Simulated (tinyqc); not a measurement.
From a target to a composition: alloy A(1-x)B(x) by interpolation with bowing. Three cases, with inputs chosen for the exercise.

Problem. An alloy A(1-x)B(x) has the gap E(x) = (1 - x) E_A + x E_B - C1 x (1 - x) at Gamma, C1 the first entry of C. Which x puts hc/E at the given wavelength, and what is the mismatch (a_sub - a(x))/a(x) to a substrate of A, with Vegard for a(x)?

Constants: hc = 1239.841984 eV nm.

Case 1.

Values chosen (out of a larger set: A near Si, B near Ge; not measured data): a = (5.437, 5.662) angstrom (lattice constant of A, B); Eg = (4.172, 0.905) eV (gap at Gamma to the s-like level of A, B); C = (0.307, 0.255, 0.05) eV (bowing of the Gamma, X and L gaps).

wavelength = 405.209 nm

Case 2.

Values chosen (out of a larger set: A near Ge, B near Si; not measured data): a = (5.656, 5.438) angstrom (lattice constant of A, B); Eg = (0.907, 4.232) eV (gap at Gamma to the s-like level of A, B); C = (0.195, 0.195, 0.09) eV (bowing of the Gamma, X and L gaps).

wavelength = 392.412 nm

Case 3.

Values chosen (out of a larger set: A near GaP, B near InP; not measured data): a = (5.459, 5.873) angstrom (lattice constant of A, B); Eg = (2.866, 1.438) eV (gap at Gamma to the s-like level of A, B); C = (0.58, 0.221, 1.081) eV (bowing of the Gamma, X and L gaps).

wavelength = 464.186 nm

Find: target gap; x; mismatch.

Solution. Solve C1 x^2 + (E_B - E_A - C1) x + E_A - hc/wavelength = 0; the gap is monotonic in x because |E_B - E_A| > C1, so one root lies between 0 and 1. Whether Gamma is the lowest valley there, and whether such a mismatch can be grown coherently, are separate questions.

Case 1.

target gap = 3.0598 eV
x = 0.320
mismatch = -1.307 %

Case 2.

target gap = 3.1595 eV
x = 0.690
mismatch = 2.732 %

Case 3.

target gap = 2.6710 eV
x = 0.100
mismatch = -0.753 %

Computed by tinyqc, one run a case: `OMP_NUM_THREADS=1 python tinyqc.py N N+1 out.jsonl` with N = 1051430, 1051449, 1051471; one thread of a shared Intel(R) Xeon(R) Processor @ 2.30GHz, about 0.01 s a run at most.
